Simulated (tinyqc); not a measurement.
# A spin-degenerate level with charging energy between two leads, rate equations: two studies

States 0, up, down and 2 with energies 0, e1 - Ez/2, e1 + Ez/2 and 2 e1 + U. mu_L = +V/2, mu_R = -V/2 (meV), f(x) = 1/(1 + exp(x/kB T)). A transition that adds one electron of given spin at the energy E has the rate G f(E - mu) from each lead, and its reverse G [1 - f(E - mu)]. I counts electrons leaving the left lead, times q.

Parameters, values chosen for the exercise: charging energy of the second electron U = 5.8 meV; level e1 = -6.71 meV; tunnel rate to the left lead GL = 0.11 1/ns; tunnel rate to the right lead GR = 0.057 1/ns; temperature T = 6.3 K; Zeeman splitting Ez = 0 meV.

Constants: q = 1.602176634e-19 C, kB = 1.380649e-23 J/K, Vt = kB T/q. Results are converted to the units shown.

Each table varies one quantity; the others keep the values above.

## Current against bias

Transition energies: 0-up e1 - Ez/2, 0-down e1 + Ez/2, up-2 e1 + U + Ez/2, down-2 e1 + U - Ez/2. dp/dt = W p; W_ji is the rate from state i to j, and each column sums to zero. Steady state: W p = 0 with sum p = 1. I = q GL sum over transitions i-j of [fL p_i - (1 - fL) p_j].

Results:
```
V (mV)  I (pA)  I (GL + GR)/(q GL GR)  mean number   p(2)
0.58     1.500                 0.2494        1.743  0.743
2.18     5.522                 0.9180        1.646  0.646
3.78     7.914                  1.316        1.542  0.542
6.98     8.914                  1.482        1.494  0.494
8.58     8.981                  1.493        1.490  0.491
10.18    9.077                  1.509        1.485  0.489
11.78    9.401                  1.563        1.467  0.483
13.38    10.25                  1.704        1.418  0.467
14.98    11.29                  1.877        1.359  0.448
16.58    11.82                  1.965        1.329  0.438
18.18    11.98                  1.992        1.320  0.435
19.78    12.02                  1.998        1.318  0.434
```

Estimate the missing row, V = 5.38 mV.

Computed row:
```
V (mV)  I (pA)  I (GL + GR)/(q GL GR)  mean number   p(2)
5.38     8.708                  1.448        1.504  0.504
```

With this row back in the table: The scaled current rises from 0.249 to 2.00. A transition enters the bias window when V = 2 |E|: at 1.82, 13.4 mV, each step a few kB T = 0.543 meV wide. With all four transitions inside, the scaled current tends to 2 and the mean number to 2 GL/(GL + GR) = 1.32; the last row has 2.00 and 1.32.

## Effect of unequal tunnel rates

Same model as above.

Here e1 = 1.45 meV, Ez = 0 and V = +/- 8.7 mV, so that only the 0-1 transitions lie in the window.

Effect of unequal tunnel rates:
```
GR (1/ns)  I at +V (pA)  I at -V (pA)  |I(+V)/I(-V)|  (GL + 2 GR)/(2 GL + GR)
0.0057          0.89005       -1.6477        0.54016                  0.53788
0.015            2.2491       -3.7623        0.59781                  0.59574
0.038            5.1878       -7.1806        0.72247                  0.72093
0.097            10.770       -11.227        0.95925                  0.95899
0.25             18.701       -14.433         1.2957                   1.2979
0.64             26.137       -16.223         1.6111                   1.6163
1.6              30.856       -17.035         1.8113                   1.8187
```

What does the comparison show?

The ratio of the two currents rises from 0.540 to 1.81 and differs from the last column by at most 0.42 %. An empty dot can be filled with either spin but a filled one empties in one way, so I = 2 q G_in G_out/(2 G_in + G_out): the current is larger when the slower junction is the entrance.

Range of the model: Rate equations need hbar G well below kB T; cotunnelling and the Kondo effect are left out.

Numbers from tinyqc (`OMP_NUM_THREADS=1 python tinyqc.py 2780045 2780046 out.jsonl`; about 0.01 s on one thread of a shared Intel Xeon 2.30GHz).
